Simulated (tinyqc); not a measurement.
Mobility against temperature: two scattering mechanisms together, and the Matthiessen rule.

Non-degenerate electrons. 1/tau(x) = x^(1/2)/tA + 1/(tI x^(3/2)), x = E/kT, with tA = ta (T/300)^(-3/2) and tI = ti (T/300)^(3/2) (the screening logarithm is held fixed). <tau> = integral x^(3/2) tau exp(-x) dx/Gamma(5/2); mu = <tau>/(mc m0/e), m0/e = 5.685630e-12 kg/C. Matthiessen: 1/mu = 1/muA + 1/muI with <tau>A = tA Gamma(2)/Gamma(5/2), <tau>I = tI Gamma(4)/Gamma(5/2).

Values chosen for the exercise (out of a larger set: masses near those of Si; tau0 is set for a mobility of the usual size at this n, kL is a free input; freeze-out and phonon drag, which matter near 77 K, are left out; not measured data): ta = 330 fs (acoustic tau at E = kT and 300 K); ti = 470 fs (impurity tau at E = kT and 300 K); mc = 0.2647 m0 (conductivity mass).

rH = <tau^2>/<tau>^2. ta and ti are inputs of their own, not tied to tau0.

Mobilities (cm^2/(V s)):
```
T (K),acoustic,impurity,Matthiessen,exact,rH,Matthiessen/exact
40,3.39e+04,686,673,645,1.779,1.042
60,1.84e+04,1.26e+03,1.18e+03,1.06e+03,1.590,1.118
80,1.20e+04,1.94e+03,1.67e+03,1.37e+03,1.423,1.215
160,4.23e+03,5.49e+03,2.39e+03,1.68e+03,1.109,1.424
220,2.63e+03,8.85e+03,2.03e+03,1.48e+03,1.048,1.370
300,1.65e+03,1.41e+04,1.48e+03,1.17e+03,1.029,1.263
400,1.07e+03,2.17e+04,1.02e+03,873,1.038,1.170
550,664,3.50e+04,652,595,1.062,1.096
```

Give the missing row, T (K) = 120.

Computed row:
```
T (K)  acoustic  impurity  Matthiessen     exact     rH  Matthiessen/exact
120    6.52e+03  3.57e+03     2.31e+03  1.68e+03  1.211              1.375
```

The exact mobility peaks at 160 K of those listed. The two mechanisms are equal between 120 and 160 K. The rule overestimates everywhere, most at 160 K (by 42 %), since impurities stop the slow electrons and phonons the fast ones. rH runs between 1.029 and 1.779; the pure limits are 1.178 and 1.933, and the mixture dips below both, since the opposite energy slopes of the two rates leave tau nearly constant. Optical and intervalley phonons, left out, lower real mobilities above about 150 K.

Program tinyqc; command `OMP_NUM_THREADS=1 python tinyqc.py 1680649 1680650 out.jsonl`; about 0.01 s on one thread of a shared Intel(R) Xeon(R) Processor @ 2.30GHz.
